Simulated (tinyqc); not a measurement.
Capacitance measurement on a leaky thin oxide: effects of series resistance and leakage: one step of the calculation.

The device is a capacitance C in parallel with a leakage conductance G, in series with Rs and Ls. An impedance meter reports either a parallel pair (Cp, Gp) from Y = 1/Z = Gp + i w Cp or a series pair (Cs, Rm) from Z = Rm + 1/(i w Cs); w = 2 pi f, dissipation D = Gp/(w |Cp|).

Task. True capacitance and conductance. EOT = 3.9 tox/eox; CET = EOT + zc + zp; C = 3.9 eps0 A/CET; G = Jg A/Vs.

Parameters, values chosen for the exercise; values of the order met in thin-oxide MOS capacitors:
```
symbol  value    unit                                                                 meaning
eox       3.9          relative permittivity of the gate insulator (close to silicon dioxide)
tox       1.4      nm                                                     insulator thickness
A        2500    um^2                                                               gate area
zc       0.32      nm              oxide-equivalent thickness added by the accumulation layer
zp          0      nm                      oxide-equivalent thickness added by gate depletion
Jg        0.1  A/cm^2              gate leakage current density, not matched to the thickness
Vs       0.31       V                               voltage for an e-fold rise of the leakage
```

Constants: eps0 = 8.8541878128e-14 F/cm where lengths are in cm. Results are converted to the units shown.

Give: EOT; CET; C; G.

Result.

EOT = 1.400 nm
CET = 1.720 nm
C = 50.19 pF
G = 8.065 uS

Numbers from tinyqc (`OMP_NUM_THREADS=1 python tinyqc.py 2022130 2022131 out.jsonl`; about 0.01 s on one thread of a shared Intel Xeon 2.30GHz).
